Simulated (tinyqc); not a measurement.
Planar ballistic transistor, top-of-the-barrier model: two steps of the calculation.

At the top of the source barrier, states moving towards the drain are filled by the source (Fermi level 0) and states moving back by the drain (Fermi level -q Vd); nothing scatters. U is the shift of the band edge there, set by the capacitances CG, CD and CS (the total) and by the charge. Parabolic two-dimensional band; the source is grounded.

Values chosen for this exercise; mass and valleys close to those of indium arsenide: temperature T = 350 K; effective mass m = 0.0296 m0; valley degeneracy gv = 1; relative permittivity of the gate insulator eox = 3.9; insulator thickness tox = 1.6 nm; gate control CG/CS aG = 0.79; band edge at the barrier top above the source Fermi level at zero bias E0 = 0.17 eV; drain voltage Vd = 0.5 V.

Constants: q = 1.602176634e-19 C, kB = 1.380649e-23 J/K, hbar = 1.054571817e-34 J s, m0 = 9.1093837015e-31 kg, Vt = kB T/q, eps0 = 8.8541878128e-14 F/cm where lengths are in cm. Results are converted to the units shown.

Question 1. Self-consistent potential at the barrier top. eta1 = -(E0 + U)/Vt, eta2 = eta1 - Vd/Vt, n = (N0/2)[F_0(eta1) + F_0(eta2)], F_0(x) = ln(1 + exp x). U(out) = UL + q (n - n0)/CS. U(new) = U(out).

U at the start (U = UL) = -0.3095 eV
N0 = 3.7293216e11 cm^-2
CS = 2.7319092 uF/cm^2
n0 = 1.3272860e9 cm^-2
UL = -0.3095 eV

Wanted: eta1; eta2; n; U(out); U after iteration 1.

Answer 1.

eta1 = 4.6252
eta2 = -11.953
n = 8.6427e11 cm^-2
U(out) = -0.25889 eV
U after iteration 1 = -0.25889 eV

Question 2. Current, mean velocity and share of the gate voltage. N0 = gv m kB T/(pi hbar^2), CG = eps0 eox/tox, vT = sqrt(2 kB T/(pi m)), CS = CG/aG, n0 = n at U = 0 and Vd = 0. I = q (N0/2) vT [F_(1/2)(eta1) - F_(1/2)(eta2)] per width, F_(1/2)(x) = (2/sqrt(pi)) int_0^infinity u^(1/2)/(1 + exp(u - x)) du. Mean velocity I/(q n). CQ = (q/Vt) dn/d(eta1); the band edge follows the gate as -dU/dVg = aG/(1 + CQ/CS).

converged U = -0.27216975 eV

Find: eta1; n; I; mean velocity; CQ; -dU/dVg.

Answer 2.

eta1 = 3.388
n = 6.379e11 cm^-2
I = 528.0 uA/um
mean velocity = 5.166e7 cm/s
CQ = 0.9582 uF/cm^2
-dU/dVg = 0.5849 eV/V

The carriers from the source are degenerate (eta1 = 3.39), and the mean velocity is 1.53 times vT = sqrt(2 kB T/(pi m)) = 3.38e7 cm/s.

Computed by the program tinyqc: `OMP_NUM_THREADS=1 python tinyqc.py 2400042 2400043 out.jsonl`, one thread of a shared Intel Xeon 2.30GHz, about 0.01 s for the whole run.
